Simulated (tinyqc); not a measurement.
Four, six or eight bands for the holes: eight-band Kane k.p model.

Eight-band Kane model, basis S, X, Y, Z times spin, zero of energy at the top of the unstrained valence band, c = hbar^2/2m0. Within each spin: H_SS = Eg + A c k^2, H_SX = i P kx (likewise Y, Z), H_XX = -Dso/3 + L kx^2 + M (ky^2 + kz^2), H_XY = N kx ky, and cyclic. Spin-orbit term (Dso/3) L.sigma on X, Y, Z with (L_k)_ij = -i epsilon_kij: <X+|H|Y+> = -i Dso/3, <X+|H|Z-> = Dso/3, <Y+|H|Z-> = -i Dso/3, <Z+|H|X-> = -Dso/3, <Z+|H|Y-> = i Dso/3, <X-|H|Y-> = i Dso/3, and their conjugates; + and - are the spin along z. Terms from inversion asymmetry are left out, so every level is twofold.

P = sqrt(Ep c); A = 1/me - Ep (Eg + 2 Dso/3)/(Eg (Eg + Dso)) keeps the electron mass; g1' = g1 - Ep/(3 Eg), g2' = g2 - Ep/(6 Eg), g3' = g3 - Ep/(6 Eg) remove the coupling to S that the Luttinger values already hold; L = -c (g1' + 4 g2'), M = -c (g1' - 2 g2'), N = -6 c g3'.

Constants: hbar^2/2m0 = 3.80998211 eV angstrom^2.

Inputs chosen for the exercise (near those of Ge; the results hold for these values, not for the real material): Eg = 0.891 eV (gap at Gamma to the s-like level); Dso = 0.288 eV (spin-orbit splitting); Ep = 26.5 eV (Kane energy); me = 0.0381 m0 (electron mass at Gamma); g1 = 13.4 (Luttinger gamma1); g2 = 4.25 (gamma2); g3 = 5.68 (gamma3); kmax = 0.1 1/angstrom (end of the path).

Unstrained, along [100]. Six bands: the X, Y, Z block alone with the full g1, g2, g3 in L, M, N. Four bands: the same with Dso sent to infinity. HH, LH and SO name the pairs from the top.

Valence levels (eV):
```
|k| (1/angstrom)     HH 4     HH 6     HH 8     LH 4     LH 6     LH 8     SO 6     SO 8
0.0167            -0.0052  -0.0052  -0.0052  -0.0232  -0.0226  -0.0221  -0.3028  -0.2998
0.0333            -0.0207  -0.0207  -0.0207  -0.0927  -0.0828  -0.0781  -0.3546  -0.3378
0.0500            -0.0467  -0.0467  -0.0467  -0.2086  -0.1578  -0.1469  -0.4665  -0.4074
0.0667            -0.0830  -0.0830  -0.0830  -0.3708  -0.2270  -0.2146  -0.6588  -0.5100
0.0833            -0.1296  -0.1296  -0.1296  -0.5794  -0.2914  -0.2804  -0.9306  -0.6386
0.1000            -0.1867  -0.1867  -0.1867  -0.8344  -0.3581  -0.3487  -1.2748  -0.7843
```

At |k| = 0.1000 the heavy holes of the three models span 0.0 meV and the light holes 485.7 meV. The split-off band moves the light hole by +476.3 meV and treating the conduction band exactly moves it by +9.4 meV more; the split-off band matters more here, where the four-band light-hole energy is 2.90 times Dso and 0.94 times Eg. The four-band light hole has even passed below -Dso = -0.288 eV, where that model has no meaning.

(tinyqc, `OMP_NUM_THREADS=1 python tinyqc.py 1050964 1050965 out.jsonl`, Intel(R) Xeon(R) Processor @ 2.30GHz, 1 thread, shared host, about 0.02 s.)
